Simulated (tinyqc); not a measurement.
# Fully depleted semiconductor-on-insulator film with two gates, non-linear Poisson equation by Newton steps: threshold and coupling against the back-gate voltage

One dimension across the film, front interface at x = 0, back interface at x = ts. psi is counted from the intrinsic level, n = ni exp(psi/Vt) (source grounded), holes neglected, acceptors ionised. Gates act through Cox = eps0 eox/tox and Cbox = 3.9 eps0/tb with potentials G1 = Vg - (phiM - chi - Vt ln(Nc/ni)) and G2 = Vb - (phiB - chi - Vt ln(Nc/ni)). Classical Boltzmann densities, no interface charge, no depletion in the back plane.

ni = sqrt(Nc Nv) exp(-Eg/(2 Vt)), Eg in volts. The Poisson equation eps0 eps_r d2psi/dx2 = q (n + Na), with -eps0 eps_r dpsi/dx = Cox (G1 - psi) at x = 0 and eps0 eps_r dpsi/dx = Cbox (G2 - psi) at x = ts, is solved on 300 equal intervals with half boxes at both ends; N_inv is the trapezoid sum of n. VT is the Vg for N_inv = 1e11 cm^-2; -dVT/dVb from the linearised equation. Limits with Cs = eps0 eps_r/ts: front channel Cs Cbox/(Cox (Cs + Cbox)), back channel Cbox (Cox + Cs)/(Cox Cs). Swing at N_inv = 1e8 cm^-2.

Parameters, values chosen for the exercise; band and dielectric values close to those of silicon: temperature T = 300 K; band gap Eg = 1.12 eV; relative permittivity eps_r = 11.6; conduction-band density of states at T Nc = 2.85e19 cm^-3; valence-band density of states at T Nv = 2.69e19 cm^-3; electron affinity chi = 3.99 eV; relative permittivity of the gate insulator (close to silicon dioxide) eox = 3.9; insulator thickness tox = 1.5 nm; film thickness ts = 15 nm; buried-oxide thickness (eps_r 3.9) tb = 130 nm; acceptor density of the film Na = 5.6e16 cm^-3; work function of the front gate phiM = 4.21 eV; work function of the back plane phiB = 5.04 eV.

Constants: q = 1.602176634e-19 C, kB = 1.380649e-23 J/K, Vt = kB T/q, eps0 = 8.8541878128e-14 F/cm where lengths are in cm. Results are converted to the units shown.

The same in every row: front-channel limit = 0.0111; back-channel limit = 0.0503.

Threshold and coupling against the back-gate voltage:
```
Vb (V)	VT (V)	centroid/ts at VT	-dVT/dVb	swing (mV/decade)
-8	0.244	0.0724	0.0138	60.4
-6	0.216	0.0919	0.0145	60.4
-4	0.186	0.126	0.0158	60.5
-2	0.152	0.194	0.0182	60.7
0	0.111	0.339	0.0233	61.1
2	0.0567	0.564	0.0314	61.7
4	-0.0145	0.755	0.0393	62.1
6	-0.0981	0.852	0.0438	62.3
8	-0.188	0.897	0.0459	62.4
```

As Vb goes from -8 to 8, VT falls from 0.244 to -0.188 V, the centroid rises from 0.0724 to 0.897 of ts and -dVT/dVb rises from 0.0138 to 0.0459. The coupling covers 6.88 % of the way from the front-channel to the back-channel limit in the first row and 88.7 % in the last. A positive back bias draws the electrons to the back interface, where the back gate has more leverage and the front gate less, so the swing worsens.

tinyqc, about 0.4 s, one thread, Intel Xeon 2.30GHz (shared host): `OMP_NUM_THREADS=1 python tinyqc.py 2190051 2190052 out.jsonl`
